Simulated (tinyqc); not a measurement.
# Free and trapped electrons in a MOS channel with a dense trap tail: free and trapped charge against gate voltage

p-type body, charge-sheet picture, full ionisation (an idealisation for deep acceptors), Boltzmann statistics for free electrons. e = Ec - EF at the surface. Acceptor-like traps of density D(E) = D0 + De exp(-E/Ew) at depth E below Ec, from 0 to Eu, hold n_t = integral of D(E)/(1 + exp((e - E)/Vt)). psi = Eg - Vt ln(Nv/Na) - e; N_dep = sqrt(2 eps0 eps_r Na (psi - Vt)/q); n_f = sqrt(N_dep^2 + 2 eps0 eps_r Vt Nc exp(-e/Vt)/q) - N_dep; Vg = Vfb + psi + q (N_dep + n_t + n_f)/Cox, Cox = eps0 eox/tox.

Free share n_f/(n_f + n_t); swing ln 10 n_f/(dn_f/dVg); field-effect mobility mf q (dn_f/dVg)/Cox, for a constant mf; oxide field q (N_dep + n_t + n_f)/(eps0 eox).

Parameters, values chosen for the exercise; band and dielectric values close to those of 4H silicon carbide:
```
symbol    value         unit                                             meaning
T           300            K                                         temperature
Eg         3.24           eV                                            band gap
eps_r      9.65                                            relative permittivity
Nc      1.71e19        cm^-3              conduction-band density of states at T
Nv      2.46e19        cm^-3                 valence-band density of states at T
eox         3.9                           relative permittivity of the insulator
tox          28           nm                                 insulator thickness
Na       6.2e16        cm^-3                                    acceptor density
Vfb       -2.72            V            flat-band voltage without trapped charge
D0       1.9e10  cm^-2 eV^-1  constant background density of acceptor-like traps
De       8.1e12  cm^-2 eV^-1          density of the tail at the conduction edge
Ew          0.1           eV                            decay energy of the tail
Eu         0.62           eV        depth below Ec down to which the traps reach
mf           71   cm^2/(V s)                          mobility of free electrons
```

Constants: q = 1.602176634e-19 C, kB = 1.380649e-23 J/K, Vt = kB T/q, eps0 = 8.8541878128e-14 F/cm where lengths are in cm. Results are converted to the units shown.

Results:
columns A: Vg (V); B: e (eV); C: n_f (cm^-2); D: n_t (cm^-2); E: free share (%); F: swing (mV/decade); G: field-effect mobility (cm^2/(V s)); H: oxide field (MV/cm)
```
A            B         C         D         E      F         G       H
1.8     0.3467   2.637e6  3.184e10  0.008284  102.5  0.005467  0.6362
2.3     0.1488   5.361e9  2.110e11     2.477  252.5     4.508  0.7441
2.9    0.06455  1.317e11  4.617e11     22.20  794.4     35.22  0.9283
3.5    0.03161  4.264e11  5.958e11     41.71   1718     52.71   1.131
4.7  -8.016e-4  1.202e12  7.116e11     62.81   3989     63.99   1.548
5.3   -0.01121  1.626e12  7.392e11     68.74   5221     66.13   1.758
5.9   -0.01976  2.060e12  7.578e11     73.11   6489     67.44   1.970
6.5   -0.02702  2.502e12  7.707e11     76.45   7782     68.28   2.181
```

Estimate the missing row, Vg = 4.1 V.

Computed row:
columns A: Vg (V); B: e (eV); C: n_f (cm^-2); D: n_t (cm^-2); E: free share (%); F: swing (mV/decade); G: field-effect mobility (cm^2/(V s)); H: oxide field (MV/cm)
```
A          B         C         D      E     F      G      H
4.1  0.01260  7.966e11  6.684e11  54.38  2810  60.20  1.338
```

With this row back in the table: n_f reaches 1e11 cm^-2 at Vg = 2.81 V, against 2.25 V without traps. The free share rises from 0.00828 to 76.4 % and the field-effect mobility rises from 0.00547 to 68.3 cm^2/(V s), although mf = 71 is constant: in the last row 96.2 % of Cox dVg goes into free electrons. The swing in the first row is 102 mV a decade (Vt ln 10 = 59.5). For Vg = 3.5, 4.1, 4.7, 5.3, 5.9, 6.5 EF lies less than 2 Vt below the band edge, or above it, where degeneracy and confinement, left out, matter.

Program tinyqc, `OMP_NUM_THREADS=1 python tinyqc.py 2222193 2222194 out.jsonl`; Intel Xeon 2.30GHz, shared host, one thread, about 0.02 s.
